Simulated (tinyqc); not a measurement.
Geometry relaxation of a small cluster: one step, computed by the program tinyqc. Command: `OMP_NUM_THREADS=1 python tinyqc.py 3013210 3013211 out.jsonl relax walk`. One thread of a shared host (Intel(R) Xeon(R) Processor @ 2.30GHz), about 0.03 s of CPU time with the checks.

E = sum_i {sum_j A exp(-p (r_ij/r0 - 1)) - xi sqrt(rho_i)}, rho_i = sum_j exp(-2 q (r_ij/r0 - 1)); the force on i is -sum_j w_ij (R_i - R_j)/r_ij with w_ij = -(2p/r0) A exp(-p (r_ij/r0 - 1)) + (xi q/r0) exp(-2 q (r_ij/r0 - 1)) (rho_i^(-1/2) + rho_j^(-1/2)).

Task: The first two steps. Steepest descent: R(new) = R + eta F. No atom moves more than 0.3 angstrom a step (the whole step is scaled). Stop when the largest force component is below 1e-5 eV/angstrom.

Inputs (values chosen for the exercise, for model atoms):
```
quantity         value           unit
length r0            3       angstrom
repulsion A       0.17             eV
hopping xi        2.28             eV
decay p           9.52              -
decay q           2.46              -
step factor eta  0.025  angstrom^2/eV
```

Potential: Gupta. Method: steepest descent.

starting positions (angstrom):
```
           x      y      z
atom 1  0.26  -0.02  -0.06
atom 2  2.86   0.12  -0.01
atom 3  1.29    2.3   0.19
atom 4   1.3   0.88   2.37
atom 5  1.54   0.79  -2.25
```

Give: positions after step 1; energy after step 1; positions after step 2; energy after step 2.

Result:

positions after step 1 (angstrom):
```
             x        y        z
atom 1  0.2149  -0.0586  -0.0524
atom 2  2.8886   0.1141   0.0047
atom 3  1.2997   2.3499   0.1716
atom 4  1.3055   0.8654   2.3699
atom 5  1.5413   0.7993  -2.2538
```

energy after step 1 = -19.615 eV

positions after step 2 (angstrom):
```
             x        y        z
atom 1  0.1991  -0.0722  -0.0460
atom 2  2.8937   0.1160   0.0160
atom 3  1.3056   2.3654   0.1574
atom 4  1.3103   0.8550   2.3571
atom 5  1.5414   0.8059  -2.2444
```

energy after step 2 = -19.670 eV
